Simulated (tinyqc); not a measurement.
# Fully depleted semiconductor-on-insulator film with two gates, non-linear Poisson equation by Newton steps: two studies

One dimension across the film, front interface at x = 0, back interface at x = ts. psi is counted from the intrinsic level, n = ni exp(psi/Vt) (source grounded), holes neglected, acceptors ionised. Gates act through Cox = eps0 eox/tox and Cbox = 3.9 eps0/tb with potentials G1 = Vg - (phiM - chi - Vt ln(Nc/ni)) and G2 = Vb - (phiB - chi - Vt ln(Nc/ni)). Classical Boltzmann densities, no interface charge, no depletion in the back plane.

Values chosen for this exercise; band and dielectric values close to those of silicon:

| symbol | value | unit | meaning |
|---|---|---|---|
| T | 300 | K | temperature |
| Eg | 1.1 | eV | band gap |
| eps_r | 11.7 |  | relative permittivity |
| Nc | 2.75e19 | cm^-3 | conduction-band density of states at T |
| Nv | 2.64e19 | cm^-3 | valence-band density of states at T |
| chi | 4 | eV | electron affinity |
| eox | 3.9 |  | relative permittivity of the gate insulator (close to silicon dioxide) |
| tox | 1.4 | nm | insulator thickness |
| ts | 14 | nm | film thickness |
| tb | 46 | nm | buried-oxide thickness (eps_r 3.9) |
| Na | 1e15 | cm^-3 | acceptor density of the film |
| phiM | 4.58 | eV | work function of the front gate |
| phiB | 4.05 | eV | work function of the back plane |
| Vb | 0 | V | back-gate voltage |

Constants: q = 1.602176634e-19 C, kB = 1.380649e-23 J/K, Vt = kB T/q, eps0 = 8.8541878128e-14 F/cm where lengths are in cm. Results are converted to the units shown.

Each table varies one quantity; the others keep the values above.

## Charge against front-gate voltage

ni = sqrt(Nc Nv) exp(-Eg/(2 Vt)), Eg in volts. The Poisson equation eps0 eps_r d2psi/dx2 = q (n + Na), with -eps0 eps_r dpsi/dx = Cox (G1 - psi) at x = 0 and eps0 eps_r dpsi/dx = Cbox (G2 - psi) at x = ts, is solved on 300 equal intervals with half boxes at both ends; N_inv is the trapezoid sum of n. Swing = ln 10/(d ln N_inv/dVg); the last column is (dN_inv/dVb)/(dN_inv/dVg).

Charge against front-gate voltage:
```
Vg (V)	psi front (V)	psi back (V)	N_inv (cm^-2)	centroid/ts	swing (mV/decade)	q dN_inv/dVg over Cox	back/front leverage
0.03	0.0139	0.0586	9.95e4	0.637	65.0	2.29e-7	0.0917
0.18	0.160	0.191	2.04e7	0.598	64.7	4.72e-5	0.0876
0.33	0.306	0.323	4.19e9	0.556	65.9	0.00952	0.0829
0.48	0.435	0.418	2.71e11	0.441	135	0.301	0.0648
0.63	0.511	0.437	1.40e12	0.264	326	0.644	0.0429
0.78	0.551	0.441	3.09e12	0.173	581	0.796	0.0362
0.93	0.576	0.442	5.02e12	0.129	869	0.863	0.0336
1.08	0.594	0.443	7.05e12	0.102	1.17e3	0.899	0.0324
1.23	0.607	0.443	9.16e12	0.0855	1.49e3	0.920	0.0317
```

What does the comparison show?

N_inv passes 1e11 cm^-2 at Vg = 0.432 V. The swing starts at 65.0 mV a decade, against (1 + k) Vt ln 10 = 61.2 for a front channel with k = Cs Cbox/(Cox (Cs + Cbox)) = 0.0276, Cs = eps0 eps_r/ts; above threshold this column is no longer a subthreshold swing. The centroid falls from 0.637 to 0.0855 of ts and the leverage of the back gate falls from 0.0917 to 0.0317. For Vg = 0.78, 0.93, 1.08, 1.23 the density at an interface exceeds 0.3 Nc, where Boltzmann statistics fail. For Vg = 0.78, 0.93, 1.08, 1.23 the classical centroid lies within 3 nm of an interface, where confinement, left out, would push it away.

## Threshold and coupling against the insulator thickness

VT is the Vg for N_inv = 1e11 cm^-2; -dVT/dVb from the linearised equation. Limits with Cs = eps0 eps_r/ts: front channel Cs Cbox/(Cox (Cs + Cbox)), back channel Cbox (Cox + Cs)/(Cox Cs). Swing at N_inv = 1e8 cm^-2.

The same in every row: centroid/ts at VT = 0.498.

Threshold and coupling against the insulator thickness:
```
tox (nm)	VT (V)	-dVT/dVb	front-channel limit	back-channel limit	swing (mV/decade)
0.7	0.430	0.0596	0.0138	0.117	63.8
0.99	0.431	0.0656	0.0195	0.123	64.2
1.4	0.432	0.0741	0.0276	0.132	64.7
2	0.433	0.0866	0.0395	0.145	65.4
2.8	0.435	0.103	0.0553	0.162	66.5
4	0.438	0.128	0.0789	0.188	68.0
5.6	0.442	0.161	0.111	0.223	70.0
```

Read the table: what changes, and by how much?

As tox goes from 0.7 to 5.6, VT rises from 0.430 to 0.442 V, the centroid stays near 0.498 of ts and -dVT/dVb rises from 0.0596 to 0.161. The coupling covers 44.5 % of the way from the front-channel to the back-channel limit in the first row and 45.0 % in the last.

Numbers from tinyqc (`OMP_NUM_THREADS=1 python tinyqc.py 2190055 2190056 out.jsonl`; about 0.3 s on one thread of a shared Intel Xeon 2.30GHz).
